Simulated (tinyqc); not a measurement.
Worked calculation: thin-film optics by transfer matrices. Values are carried at full precision from step to step, so a last printed digit may differ when a step is redone from the rounded ones.

Indices N = n + i k. Snell: N0 sin(theta) = N_j sin(theta_j), with Im(N_j cos theta_j) >= 0. Admittance y_j = N_j cos theta_j for s and N_j/cos theta_j for p. Phase delta_j = 2 pi N_j cos theta_j d_j/lambda. Layer matrix [[cos delta, -i sin delta/y], [-i y sin delta, cos delta]], multiplied from the top down to M. (B, C) = M (1, y_sub); r = (y0 B - C)/(y0 B + C), R = |r|^2, T = 4 Re y0 Re y_sub/|y0 B + C|^2, absorbed in the films 1 - R - T.

Parameters, chosen for this exercise (indices near those of polySi, SiO2 on W; not measured data): lam = 633 nm (vacuum wavelength); n0 = 1 (ambient index); n = (3.916, 1.464, 3.685) (n of polySi, SiO2, substrate); k = (0.04, 0, 2.914) (k in the same order); d = (125, 68) nm (thicknesses, top first); theta = 0 degrees (angle of incidence); pol = p (polarisation).

## Angles, admittances and phases

Form cos theta_j, y_j and delta_j.

cos theta_j: ambient 1.0000, film 1 1.0000, film 2 1.0000, substrate 1.0000

y_j: ambient 1.0000, film 1 3.9160+0.0400i, film 2 1.4640, substrate 3.6850+2.9140i

delta_j (rad): film 1 4.8588+0.0496i, film 2 0.9882

## Layer matrices and their product

Form each matrix and multiply from the top down.

matrix of film 1:
```
[[0.1461+0.0491i, 0.0044+0.2529i],
 [-0.0113+3.8792i, 0.1461+0.0491i]]
```

matrix of film 2:
```
[[0.5502, -0.5704i],
 [-1.2225i, 0.5502]]
```

M:
```
[[0.3895+0.0216i, 0.0305+0.0558i],
 [0.0539+1.9559i, 2.2929+0.0334i]]
```

Each matrix has determinant 1, and so has M.

## Reflection and transmission

Close the stack on the substrate.

B, C: [0.3390+0.3161i, 8.4058+8.7607i]

r = -0.9265-0.0039i
R = 0.8585
T into the substrate = 0.0928
absorbed in the films = 0.0487

The bare substrate would reflect 0.5158.

## Checks

- R against the recursion of Airy sums from the substrate up: both 0.85851.

Program tinyqc; command `OMP_NUM_THREADS=1 python tinyqc.py 1651685 1651686 out.jsonl`; about 0.01 s on one thread of a shared Intel(R) Xeon(R) Processor @ 2.30GHz.
